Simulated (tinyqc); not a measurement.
All-pass ring resonator: effect of the ring radius.

A ring of length L = 2 pi Rr coupled to one bus waveguide: round-trip amplitude a = 10^(-al L/20), self-coupling t = sqrt(1 - k2). At detuning d from the resonance the round-trip phase is p = 2 pi d/FSR and the transmission T = (a^2 - 2 a t cos p + t^2)/(1 - 2 a t cos p + a^2 t^2). Lossless coupler, linear absorption only.

FSR = lam^2/(ng L), finesse F = pi sqrt(a t)/(1 - a t), FWHM = FSR/F, Q = lam/FWHM, Tmin = (a - t)^2/(1 - a t)^2, power build-up k2 a^2/(1 - a t)^2, optical bandwidth c/(lam Q).

Parameters, values chosen for the exercise; values close to those of silicon waveguides:
```
symbol  value   unit                    meaning
lam      1550     nm  cold resonance wavelength
ng       4.16                       group index
al         21  dB/cm           propagation loss
k2      0.023                    power coupling
```

Constants: c = 299792458 m/s. Results are converted to the units shown.

The same in every row: t = 0.98843.

Effect of the ring radius:

| Rr (um) | a | Q | Tmin | build-up | bandwidth (GHz) |
|---|---|---|---|---|---|
| 5 | 0.99243 | 13775 | 0.044111 | 62.448 | 14.041 |
| 8.1 | 0.98777 | 17925 | 7.8411e-4 | 40.106 | 10.790 |
| 13 | 0.98045 | 21945 | 0.066842 | 23.163 | 8.8137 |
| 21 | 0.96860 | 25553 | 0.21668 | 11.890 | 7.5693 |
| 34 | 0.94966 | 28458 | 0.39974 | 5.5160 | 6.7964 |
| 56 | 0.91845 | 30667 | 0.57647 | 2.2836 | 6.3070 |
| 90 | 0.87222 | 32110 | 0.71053 | 0.92048 | 6.0235 |

As Rr goes from 5 to 90 um, Q rises from 13800 to 32100, Tmin goes from 0.0441 through a minimum of 7.84e-4 (at Rr = 8.1 um among the rows listed) to 0.711 and the build-up falls from 62.4 to 0.920. The ring is overcoupled (t < a) in 1 of the 7 rows; the dip is deepest where t and a cross. Bend loss, which grows for small rings, is left out.

Program tinyqc, `OMP_NUM_THREADS=1 python tinyqc.py 2650104 2650105 out.jsonl`; Intel Xeon 2.30GHz, shared host, one thread, about 0.01 s.
